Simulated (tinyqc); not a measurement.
# Changing the spring ratio k'/k at the defect

Model: vibrations of a mass or spring defect in a linear chain. Computed by tinyqc, a small Python program. Command: `OMP_NUM_THREADS=1 python tinyqc.py 3000408 3000409 out.jsonl localmode sweep`. One thread of a shared host (Intel(R) Xeon(R) Processor @ 2.30GHz), about 0.04 s of CPU time with the checks.

A ring of N atoms with nearest-neighbour springs k and motion along the chain. Atom 1 is the defect, of mass M', and its two springs are k'. All other atoms have the mass M.

Inputs (values chosen for the exercise, for a model chain): spring constant k = 14.2 eV/angstrom^2; host mass M = 45.4 u; defect mass M' = 19.4 u.

Host: monatomic.

Constants: nu for 1 eV/(angstrom^2 u) = 15.6333042 THz.

Method:
- Host band: lambda from 0 to 4k/M.
- nu = 15.6333042 THz x sqrt(lambda), lambda in eV/(angstrom^2 u).
- D_ii = (sum of the two springs at i)/M_i, D_ij = -k_ij/sqrt(M_i M_j) for neighbours, closed into a ring.
- The same matrix for 120 atoms; amplitudes are the mass-weighted eigenvector, in size, relative to the defect, for the highest mode; its weight is the squared component of the normalised eigenvector on the defect.

One run for each value:
```
spring ratio k'/k at the defect,ratio to the top of the host band,weight of the highest mode on the defect,"highest frequency, long ring (THz)"
0.6,1.0000,0.03300,17.487
0.9,1.1624,0.70467,20.326
1.2,1.3289,0.75504,23.237
1.5,1.4789,0.77519,25.860
1.8,1.6156,0.78615,28.251
2.1,1.7420,0.79306,30.461
2.4,1.8599,0.79783,32.523
```

Over the rows, ratio to the top of the host band rises from 1.00 to 1.86 (exponent d ln y / d ln x 0.37 between the first rows and 0.49 between the last); weight of the highest mode on the defect rises from 0.0330 to 0.798 (exponent d ln y / d ln x 7.5 between the first rows and 0.045 between the last); highest frequency, long ring (THz) rises from 17.5 to 32.5 (exponent d ln y / d ln x 0.37 between the first rows and 0.49 between the last). A mode above the band (ratio over 1.0005) appears from k'/k = 0.90 on among these rows; stiffer springs raise its frequency further. Left out: 0.300 (the highest mode does not move the defect).

Extremes, crossings and ranges named in words are read from the listed rows.
